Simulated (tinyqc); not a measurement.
# Input admittance of a MOSFET at zero drain bias: distributed channel and distributed gate: two studies

Source and drain grounded, strong inversion, w = 2 pi f, Cox = eps0 eox/tox. The channel is an RC line of resistance 1/(mu Cox Vo) per square fed from both ends, so one finger has the intrinsic admittance y = i w Cox L tanh(g)/g per width, g = (1/2) sqrt(i w tau), tau = L^2/(mu Vo). The vertical resistance rv/L is in series with y, the overlaps 2 i w Cov in parallel: y_t = 1/(1/y + rv/L) + 2 i w Cov. The gate strip is a line of Rsh/L per length loaded by y_t, so a finger has Y = y_t Wf tanh(k)/k, k = (Wf/sd) sqrt(y_t Rsh/L); the device has Nf Y.

Parameters, values chosen for the exercise; values of the order met in silicon radio-frequency transistors: relative permittivity of the gate insulator (close to hafnium oxide) eox = 22; insulator thickness tox = 15 nm; channel length L = 0.27 um; finger width Wf = 1.7 um; number of fingers Nf = 64; channel mobility mu = 110 cm^2/(V s); gate overdrive Vo = 0.73 V; sheet resistance of the gate Rsh = 4.1 ohm/square; vertical resistivity of the gate stack rv = 1.1 ohm um^2; number of ends at which a finger is contacted sd = 2; overlap and fringe capacitance on each side Cov = 0.4 fF/um; frequency f = 32 GHz.

Constants: eps0 = 8.8541878128e-14 F/cm where lengths are in cm. Results are converted to the units shown.

Each table varies one quantity; the others keep the values above.

## Input impedance against frequency

Low-frequency limits, with c = Cox L and ct = c + 2 Cov: R_strip = Rsh Wf/(3 sd^2 L Nf), R_ch = (c/ct)^2 L/(12 mu Cox Vo Wf Nf), R_vert = (c/ct)^2 rv/(L Wf Nf), C = ct Wf Nf. Z = 1/(Nf Y) = R + 1/(i w C), Q = |Im Z|/R, far-point signal |1/cosh k|.

The same in every row: low-frequency R (ohm) = 1.373.

Input impedance against frequency:
```
f (GHz)    w tau       |k|  R (ohm)  C (fF)      Q  signal at the far point
0.3      0.01711  0.009437    1.373   468.5  824.6                    1.000
0.8      0.04563   0.01541    1.373   468.5  309.2                    1.000
2         0.1141   0.02437    1.373   468.5  123.7                    1.000
4         0.2282   0.03445    1.373   468.5  61.85                    1.000
10        0.5704   0.05444    1.373   468.2  24.76                   0.9999
20         1.141   0.07682    1.371   467.2  12.42                   0.9998
50         2.852    0.1197    1.361   460.3  5.082                   0.9986
100        5.704    0.1617    1.325   438.1  2.742                   0.9956
300        17.11    0.2274    1.049   318.5  1.588                   0.9865
```

What does the comparison show?

R falls from 1.37 to 1.05 ohm and C falls from 469 to 319 fF. Q goes as f^(-1.00) between the first two rows and f^(-0.50) between the last two, where w tau = 17.1 and |k| = 0.227. The low-frequency limits hold both R and C within 5 % up to f = 50 GHz among the rows.

## Effect of the channel length

Same model as above.

Effect of the channel length:
```
L (um)     w tau       |k|  R (ohm)  low-frequency R (ohm)  C (fF)       Q  signal at the far point
0.03    0.022535   0.15368  0.36229                0.36230  129.42  106.07                  0.99994
0.058   0.084231   0.12629  0.29764                0.29765  168.98  98.887                  0.99994
0.11     0.30297   0.10982  0.45217                0.45225  242.39  45.378                  0.99988
0.22      1.2119  0.099169   1.0535                 1.0555  396.52  11.906                  0.99960
0.42      4.4169  0.090375   2.3470                 2.3861  655.41  3.2332                  0.99880
0.8       16.025  0.069080   4.4130                 5.0880  886.34  1.2716                  0.99853
1.6       64.099  0.046264   5.0723                 10.908  811.77  1.2079                  0.99932
3         225.35  0.033882   5.0212                 21.164  814.18  1.2166                  0.99964
```

What does the comparison show?

As L goes from 0.03 to 3, R moves up and down between 0.298 and 5.07 ohm, C moves up and down between 129 and 886 fF and Q goes from 106 through a minimum of 1.21 (at L = 1.6 among the rows listed) to 1.22.

Program tinyqc, `OMP_NUM_THREADS=1 python tinyqc.py 2262214 2262215 out.jsonl`; Intel Xeon 2.30GHz, shared host, one thread, about 0.01 s.
